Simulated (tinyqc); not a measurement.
Three-phonon processes in a diatomic chain: dispersion, energy and momentum conservation, and decay channels of optical phonons: one step, computed by the program tinyqc. Command: `OMP_NUM_THREADS=1 python tinyqc.py 3121425 3121426 out.jsonl threeph walk`. One thread of a shared host (Intel(R) Xeon(R) Processor @ 2.30GHz), about 0.04 s of CPU time with the checks.

Cell length a, two atoms, one spring constant. x = q a/pi runs from -1 to 1; A and O are the acoustic and optical branches. Matrix elements are not computed: only conservation laws and occupation factors are followed.

Question. Band edges. omega^2 = k (1/m + 1/M) -/+ k sqrt((1/m + 1/M)^2 - 4 sin^2(pi x/2)/(m M)); nu = 15.6333042 THz x sqrt(omega^2) for eV/(angstrom^2 u). Acoustic top sqrt(2 k/M), optical bottom sqrt(2 k/m), optical top sqrt(2 k (1/m + 1/M)).

Inputs (values chosen for the exercise, for a model chain): light mass m = 27 u; heavy mass M = 110 u; spring constant k = 7.8 eV/angstrom^2.

Constants: nu for 1 eV/(angstrom^2 u) = 15.6333042 THz.

Give: acoustic top; optical bottom; optical top; optical top over twice the acoustic top; optical bottom over twice the acoustic top; optical width over acoustic top.

Answer.

acoustic top = 5.887 THz

optical bottom = 11.88 THz

optical top = 13.26 THz

optical top over twice the acoustic top = 1.126

optical bottom over twice the acoustic top = 1.009

optical width over acoustic top = 0.2341

The zone-centre optical phonon lies above twice the acoustic top (M/m > 3), so its decay into two acoustic phonons is forbidden; at M/m > 4 energy alone forbids it for every optical phonon.
